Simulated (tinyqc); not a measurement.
# Worked calculation: short-channel transistor, virtual-source model with series resistance

Computed by the program tinyqc: `OMP_NUM_THREADS=1 python tinyqc.py 2380003 2380004 out.jsonl`, one thread of a shared Intel Xeon 2.30GHz, about 0.01 s for the whole run. Printed values are rounded.

The current per gate width is the charge at the top of the source barrier (the virtual source) times its velocity times a saturation function; al and be are fitting constants of the model. Units: I in uA/um, Rs in ohm um, so I Rs = 1e-6 I Rs in volts; Q in uC/cm^2, so I = 1e-4 Q vx0 Fsat with vx0 in cm/s.

Inputs (values chosen for the exercise):

| symbol | value | unit | meaning |
|---|---|---|---|
| T | 300 | K | temperature |
| Cinv | 3.22 | uF/cm^2 | inversion capacitance |
| vx0 | 3.72e7 | cm/s | velocity at the virtual source |
| mu | 130 | cm^2/(V s) | apparent mobility |
| L | 16 | nm | channel length |
| VT0 | 0.293 | V | threshold at zero drain voltage |
| dl | 0.079 | V/V | drain-induced barrier lowering |
| n0 | 1.21 |  | subthreshold factor |
| nd | 0 | 1/V | growth of n with drain voltage |
| al | 3.5 |  | threshold shift (in units of Vt) from weak to strong inversion |
| be | 1.6 |  | sharpness of saturation |
| Rs | 150 | ohm um | series resistance of each contact |
| Vgs | 0.32 | V | gate voltage |
| Vds | 0.5 | V | drain voltage |

Constants: q = 1.602176634e-19 C, kB = 1.380649e-23 J/K, Vt = kB T/q. Results are converted to the units shown.

## Iteration 1: current through the series resistance

I at the start = 0 uA/um

Intrinsic voltages Vg' = Vgs - I Rs, Vd' = Vds - 2 I Rs. n = n0 + nd Vd', VT = VT0 - dl Vd', Ff = 1/(1 + exp((Vg' - VT + al Vt/2)/(al Vt))), Q = Cinv n Vt ln(1 + exp((Vg' - VT + al Vt Ff)/(n Vt))), Vdsat = (vx0 L/mu)(1 - Ff) + Vt Ff, Fsat = u/(1 + u^be)^(1/be) with u = Vd'/Vdsat, and I(out) = Q vx0 Fsat per width. (Fsat takes the sign of u.) I(new) = I + 0.5 (I(out) - I).

Vg' = 0.32 V
Vd' = 0.5 V
VT = 0.2535 V
Ff = 0.2253157
Q = 0.2858528 uC/cm^2
Vdsat = 0.3605111 V
Fsat = 0.7476417
I(out) = 795.0214 uA/um
I after iteration 1 = 397.5107 uA/um

## Iteration 2: current through the series resistance

As before.

Vg' = 0.2603734 V
Vd' = 0.3807468 V
VT = 0.2629210 V
Ff = 0.3841799
Q = 0.1344824 uC/cm^2
Vdsat = 0.2918827 V
Fsat = 0.7302644
I(out) = 365.3326 uA/um
I after iteration 2 = 381.4217 uA/um

## Course of the iteration: current through the series resistance

Stop when I changes by less than 1e-7 uA/um, or after 80 iterations.

Course of the iteration:
```
iteration	I (uA/um)	|change| (uA/um)
1	397.5107	398
2	381.4217	16.1
3	380.4629	0.959
4	380.4105	0.0524
5	380.4076	2.85e-3
6	380.4075	1.55e-4
7	380.4074	8.41e-6
8	380.4074	4.57e-7
9	380.4074	2.49e-8
```

Converged in 9 iterations. At the end each change is about 0.054 times the one before: linear convergence.

## What the series resistance costs

converged I = 380.4074 uA/um
I0 = 795.0214 uA/um

Intrinsic voltages Vg' = Vgs - I Rs, Vd' = Vds - 2 I Rs. n = n0 + nd Vd', VT = VT0 - dl Vd', Ff = 1/(1 + exp((Vg' - VT + al Vt/2)/(al Vt))), Q = Cinv n Vt ln(1 + exp((Vg' - VT + al Vt Ff)/(n Vt))), Vdsat = (vx0 L/mu)(1 - Ff) + Vt Ff, Fsat = u/(1 + u^be)^(1/be) with u = Vd'/Vdsat, and I = Q vx0 Fsat per width. I0 is the current for Rs = 0. Effective velocity I/Q; transit time L Q/I.

loss against I0 = 52.15130 %
effective velocity = 2.718729e7 cm/s
transit time = 0.05885103 ps

The carriers leave the virtual source at 73.1 % of vx0.
